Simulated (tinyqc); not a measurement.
Worked calculation: plane-wave Kohn-Sham cycle with exchange-only LDA in a layered model solid. One step of it, computed by the program tinyqc.

Problem. Iteration 2: Hamiltonian at one k. H(m,m') = (k + G_m)^2/2 delta + V(G_m - G_m'), with V(-G) = V(G).

A solid whose potential varies along x alone (atomic units):

| parameter | value |
|---|---|
| period a | 8.100000 |
| cross-section of the cell | 39.000000 |
| electrons per cell | 4 |
| grid points | 16 |
| plane waves -n..n, n | 3 |
| k points | 1 |
| V1 in V1 cos(2 pi x/a) | -0.680000 |

V(G_m), m = 0, 1, 2, ... (hartree): -0.229393  -0.331869  0.000052  0.001110  0.000540  0.000097  0.000022

k = 0.000000 2 pi / a

Give: H.

Solution.

H (hartree), lower triangle:
```
         -3       -2       -1       +0       +1       +2      +3
-3   2.4783
-2  -0.3319   0.9740
-1   0.0001  -0.3319   0.0715
+0   0.0011   0.0001  -0.3319  -0.2294
+1   0.0005   0.0011   0.0001  -0.3319   0.0715
+2   0.0001   0.0005   0.0011   0.0001  -0.3319   0.9740
+3   0.0000   0.0001   0.0005   0.0011   0.0001  -0.3319  2.4783
```
